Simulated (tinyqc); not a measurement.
Worked calculation: empirical pseudopotential in a few plane waves. One step of it, computed by the program tinyqc.

Question. Bloch Hamiltonian at G. Basis: the 15 shortest G (labels in 2 pi/a), the same at every k. H(G,G') = c |k + G|^2 delta + VS(|G-G'|^2) cos((G-G').tau) + i VA sin((G-G').tau), tau = a/8 (1,1,1); 1 Ry = 13.605693 eV.

Parameters chosen for this model: fcc lattice, atoms at +/- a/8 (1,1,1); form factors in rydberg at |G|^2 in units of (2 pi/a)^2:
```
parameter                 value      unit
a                      5.600000  angstrom
VS(3)                 -0.200000        Ry
VS(8)                  0.028000        Ry
VS(11)                 0.055000        Ry
VA(3)                         0        Ry
VA(4)                         0        Ry
VA(11)                        0        Ry
hbar^2/2m (2 pi/a)^2   4.796303        eV
```

k point G (2 pi / a): 0  0  0

Give: H(k) at G.

Answer.

H(k) at G (eV):
```
         +0+0+0   -1-1-1   -1-1+1   -1+1-1   -1+1+1   +1-1-1   +1-1+1   +1+1-1
+0+0+0   0.0000   1.9241  -1.9241  -1.9241  -1.9241  -1.9241  -1.9241  -1.9241
-1-1-1   1.9241  14.3889   0.0000   0.0000  -0.3810   0.0000  -0.3810  -0.3810
-1-1+1  -1.9241   0.0000  14.3889   0.3810   0.0000   0.3810   0.0000   0.0000
-1+1-1  -1.9241   0.0000   0.3810  14.3889   0.0000   0.3810   0.0000   0.0000
-1+1+1  -1.9241  -0.3810   0.0000   0.0000  14.3889   0.0000   0.3810   0.3810
+1-1-1  -1.9241   0.0000   0.3810   0.3810   0.0000  14.3889   0.0000   0.0000
+1-1+1  -1.9241  -0.3810   0.0000   0.0000   0.3810   0.0000  14.3889   0.3810
+1+1-1  -1.9241  -0.3810   0.0000   0.0000   0.3810   0.0000   0.3810  14.3889
+1+1+1   1.9241   0.0000  -0.3810  -0.3810   0.0000  -0.3810   0.0000   0.0000
-2+0+0   0.0000  -1.9241  -1.9241  -1.9241   1.9241   0.5291  -0.5291  -0.5291
+0-2+0   0.0000  -1.9241  -1.9241   0.5291  -0.5291  -1.9241   1.9241  -0.5291
+0+0-2   0.0000  -1.9241   0.5291  -1.9241  -0.5291  -1.9241  -0.5291   1.9241
+0+0+2   0.0000  -0.5291   1.9241  -0.5291  -1.9241  -0.5291  -1.9241   0.5291
+0+2+0   0.0000  -0.5291  -0.5291   1.9241  -1.9241  -0.5291   0.5291  -1.9241
+2+0+0   0.0000  -0.5291  -0.5291  -0.5291   0.5291   1.9241  -1.9241  -1.9241

         +1+1+1   -2+0+0   +0-2+0   +0+0-2   +0+0+2   +0+2+0   +2+0+0
+0+0+0   1.9241   0.0000   0.0000   0.0000   0.0000   0.0000   0.0000
-1-1-1   0.0000  -1.9241  -1.9241  -1.9241  -0.5291  -0.5291  -0.5291
-1-1+1  -0.3810  -1.9241  -1.9241   0.5291   1.9241  -0.5291  -0.5291
-1+1-1  -0.3810  -1.9241   0.5291  -1.9241  -0.5291   1.9241  -0.5291
-1+1+1   0.0000   1.9241  -0.5291  -0.5291  -1.9241  -1.9241   0.5291
+1-1-1  -0.3810   0.5291  -1.9241  -1.9241  -0.5291  -0.5291   1.9241
+1-1+1   0.0000  -0.5291   1.9241  -0.5291  -1.9241   0.5291  -1.9241
+1+1-1   0.0000  -0.5291  -0.5291   1.9241   0.5291  -1.9241  -1.9241
+1+1+1  14.3889  -0.5291  -0.5291  -0.5291  -1.9241  -1.9241  -1.9241
-2+0+0  -0.5291  19.1852   0.3810   0.3810  -0.3810  -0.3810   0.0000
+0-2+0  -0.5291   0.3810  19.1852   0.3810  -0.3810   0.0000  -0.3810
+0+0-2  -0.5291   0.3810   0.3810  19.1852   0.0000  -0.3810  -0.3810
+0+0+2  -1.9241  -0.3810  -0.3810   0.0000  19.1852   0.3810   0.3810
+0+2+0  -1.9241  -0.3810   0.0000  -0.3810   0.3810  19.1852   0.3810
+2+0+0  -1.9241   0.0000  -0.3810  -0.3810   0.3810   0.3810  19.1852
```
